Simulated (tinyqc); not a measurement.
Worked calculation: Hubbard chain of 3 sites. Computed by tinyqc, a small Python program that keeps every step. Settings: hopping = 0.66, U = 1.2, mixing = 1, iteration cap = 54. Command: `OMP_NUM_THREADS=1 python tinyqc.py 20406 20407 out.jsonl` (the two numbers bound the seeds that draw the settings). One thread of a shared host (Intel(R) Xeon(R) Processor @ 2.60GHz), about 0.3 s of CPU time with the checks. Later iterations appear only in the table of the cycle.

## Mean-field iteration 1

one-body matrix (hopping and site energies) (eV), order 1, 2, 3:
```
[[-0.670000, -0.660000, 0.000000],
 [-0.660000, 0.140000, -0.660000],
 [0.000000, -0.660000, -0.820000]]
```

U = 1.200000 eV

electrons, up and down: [2, 1]

mixing = 1

n(up) at the start (a guess, not normalised): [0.967000, 0.367000, 0.967000]

n(down) at the start (a guess): [0.033000, 0.633000, 0.033000]

H(up) = T + U n(down), H(down) = T + U n(up); fill the lowest levels; n(new) = n + mixing (n(out) - n); E = tr T (rho up + rho down) + U sum n_up n_down of the output.

levels, up (eV): [-1.144429, -0.695290, 1.328519]

levels, down (eV): [-0.442692, 0.416458, 1.437433]

energy = -2.626688 eV

n(up) after iteration 1: [0.906298, 0.174548, 0.919154]

n(down) after iteration 1: [0.226319, 0.452357, 0.321324]

## Mean-field iteration 2

As before.

levels, up (eV): [-0.950432, -0.416006, 1.216438]

levels, down (eV): [-0.585937, 0.350267, 1.285670]

energy = -2.641720 eV

n(up) after iteration 2: [0.874110, 0.246350, 0.879540]

n(down) after iteration 2: [0.215262, 0.497635, 0.287103]

## Mean-field iteration 3

As before.

levels, up (eV): [-0.959142, -0.442206, 1.251348]

levels, down (eV): [-0.567332, 0.307944, 1.309387]

energy = -2.643723 eV

n(up) after iteration 3: [0.879178, 0.232883, 0.887939]

n(down) after iteration 3: [0.224972, 0.462450, 0.312579]

## Convergence

Each step fills the lowest levels of T + U n(other spin) and sets n(new) = n + mixing (n(out) - n); stop when output and input agree to 1e-8.

Course of the cycle:
```
iteration       E (eV)  largest |n(out) - n(in)|  mean |n_up - n_down|
1          -2.62668806                  2.88e-01              0.518539
2          -2.64171981                  7.18e-02              0.500857
3          -2.64372342                  3.52e-02              0.486378
4          -2.64401466                  1.04e-02              0.483898
5          -2.64405795                  5.14e-03              0.481809
6          -2.64406449                  1.54e-03              0.481452
7          -2.64406549                  7.71e-04              0.481139
8          -2.64406564                  2.31e-04              0.481087
9          -2.64406566                  1.17e-04              0.481039
10         -2.64406567                  3.50e-05              0.481032
11         -2.64406567                  1.78e-05              0.481024
12         -2.64406567                  5.32e-06              0.481023
13         -2.64406567                  2.81e-06              0.481022
14         -2.64406567                  8.13e-07              0.481022
15         -2.64406567                  4.44e-07              0.481022
16         -2.64406567                  1.25e-07              0.481022
17         -2.64406567                  6.99e-08              0.481022
18         -2.64406567                  1.92e-08              0.481022
19         -2.64406567                  1.10e-08              0.481022
20         -2.64406567                  2.96e-09              0.481022
```

local moments n_up - n_down: [0.650306, -0.221533, 0.571227]

Converged in 20 iterations. Before convergence this energy mixes input and output and is not variational, so it may rise towards its limit.

## The many-body Hamiltonian

Basis: all placements (u, d, 2, 0 on each site), up operators ordered before down ones; hops carry the sign of the same-spin electrons passed.

H (eV), order 2u0, u20, uud, 20u, udu, u02, duu, 02u, 0u2:
```
[[0.000000, -0.660000, 0.000000, -0.660000, 0.000000, 0.000000, 0.000000, 0.000000, 0.000000],
 [-0.660000, 0.810000, -0.660000, 0.000000, -0.660000, 0.000000, 0.000000, 0.000000, 0.000000],
 [0.000000, -0.660000, -1.350000, 0.000000, 0.000000, -0.660000, 0.000000, 0.000000, 0.000000],
 [-0.660000, 0.000000, 0.000000, -0.960000, -0.660000, 0.000000, -0.660000, 0.000000, 0.000000],
 [0.000000, -0.660000, 0.000000, -0.660000, -1.350000, -0.660000, 0.000000, -0.660000, 0.000000],
 [0.000000, 0.000000, -0.660000, 0.000000, -0.660000, -1.110000, 0.000000, 0.000000, -0.660000],
 [0.000000, 0.000000, 0.000000, -0.660000, 0.000000, 0.000000, -1.350000, -0.660000, 0.000000],
 [0.000000, 0.000000, 0.000000, 0.000000, -0.660000, 0.000000, -0.660000, 0.660000, -0.660000],
 [0.000000, 0.000000, 0.000000, 0.000000, 0.000000, -0.660000, 0.000000, -0.660000, -0.300000]]
```

## Exact diagonalisation (9 states)

Lowest levels of the sector, and the double occupancy of the lowest state.

lowest levels (eV): [-2.715946, -2.016652, -1.350000, -1.166118, -0.574852, -0.178722]

double occupancy per site = 0.157858

The mean-field solution above lies 0.0719 eV above the exact energy.

## The lowest level by Lanczos steps

From a random start vector (not printed): a_j = <q_j|H|q_j>, b_j = norm of the remainder after orthogonalising; the Ritz value is the lowest eigenvalue of the tridiagonal matrix of a and b so far.

Lanczos:
```
j   a_j (eV)  b_j (eV)  lowest Ritz value (eV)
1  -1.975241  1.092401             -1.97524104
2  -0.472436  1.205932             -2.54971394
3   0.195454  1.071598             -2.67761623
4  -0.365278  0.816323             -2.70675412
5  -1.098610  0.670132             -2.71444654
6  -0.309845  0.939677             -2.71574207
7   0.503296  0.333453             -2.71594067
8  -1.055871  0.412692             -2.71594555
9  -0.371467         0             -2.71594578
```
